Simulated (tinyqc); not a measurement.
Inter-valley coupling by envelope functions against a chain of atomic planes, step by step. Values are carried at full precision from step to step, so a last printed digit may differ when a step is redone from the rounded ones.

Chain: E(phi) = e0 + 2 v cos(phi) + 2 u cos(2 phi), cos(phi0) = -v/(4u), e0 = 2u + v^2/(4u); plane j = 0, 1, ... has the potential V_j = dE x_j + F (j - 30) a/4 (1 MV/m = 1e-4 V/angstrom). There are 30 barrier planes a side; with y = j - 29.5, x_j = xb (f(y) + f(Nw - y)), f(y) = 1/(1 + exp(y/L)), plus any Ge added in the well. The valley splitting is the spacing of the two lowest levels. Envelope theory: F_j solves a one-valley chain with hopping -b and diagonal 2b + V_j, b = 4u sin^2(phi0), sum F_j^2 = 1; the valleys couple by Dv = sum_j F_j^2 V_j exp(-2 i phi0 j) and split by 2|Dv|.

Constants: hbar^2/2m0 = 3.80998211 eV angstrom^2.

Values chosen for the exercise (near those of the Delta valleys of silicon in a SiGe well; the results hold for these values, not for the real material):
```
symbol  value  unit      meaning
a       5.431  angstrom  lattice constant; planes lie a/4 apart
u       0.589  eV        second-neighbour hopping
v       0.554  eV        nearest hopping
Nw      37               planes in the well
L       1.25   planes    interface width
xb      0.27             Ge fraction of the barriers
dE      0.65   eV        offset per unit Ge fraction
F       5      MV/m      field
js      41               plane j of a Ge spike (the well starts at j = 30)
xs      0.15             Ge fraction added on that plane
```

## Valley phase, mass and the wavelengths that couple the valleys

phi0; b = 4u sin^2(phi0); mass m/m0 = c/(b (a/4)^2), c = hbar^2/2m0. A potential couples the valleys if its phase advances by 2 phi0 a plane, or, since only whole planes count, by 2 pi - 2 phi0: periods pi/phi0 and pi/(pi - phi0) planes.

phi0 = 1.80816 rad
b = 2.22573 eV
mass = 0.9286 m0

periods (planes): pi/phi0 1.7374, pi/(pi - phi0) 2.3560

longer period = 3.1989 angstrom

## The smooth well

Lowest doublet of the chain and the envelope result.

level (meV): chain 23.829, envelope 23.874

splitting (micro-eV): chain 0.347, envelope 0.345

planes covered, 1/sum F^4 = 27.91
largest F_j^2 = 0.04864

The levels agree within 0.05 meV. A graded interface has little Fourier weight at 2 phi0, so the splitting is a small remainder of cancelling terms; the envelope value is 0.99 times that of the chain.

## One plane of added Ge, to first order

F_j^2 of the smooth well on that plane = 0.04480

F_j is the envelope on plane j (sum F_j^2 = 1) and Dv the coupling of the two valleys, which split by 2|Dv|. A single plane has Fourier weight at all wavelengths: it adds dE xs F_j^2 to |Dv|, so the splitting is about 2 dE xs F_j^2 if this term rules, and the mean of the doublet rises by dE xs F_j^2.

splitting = 8736 micro-eV
rise of the mean level = 4.368 meV

The chain with the spike gives 6819 micro-eV and a rise of 3.410 meV; the envelope solved with the spike gives 6726. First order is +28 % off: the state draws back from the spike, which the envelope solved anew includes.

## Checks

- Splitting with a weak spike (0.02) on plane j = 42 from the envelope against the chain (micro-eV): both 1.18e+03.

tinyqc: `OMP_NUM_THREADS=1 python tinyqc.py 1480964 1480965 out.jsonl`; about 0.06 s, one thread, shared Intel(R) Xeon(R) Processor @ 2.30GHz.
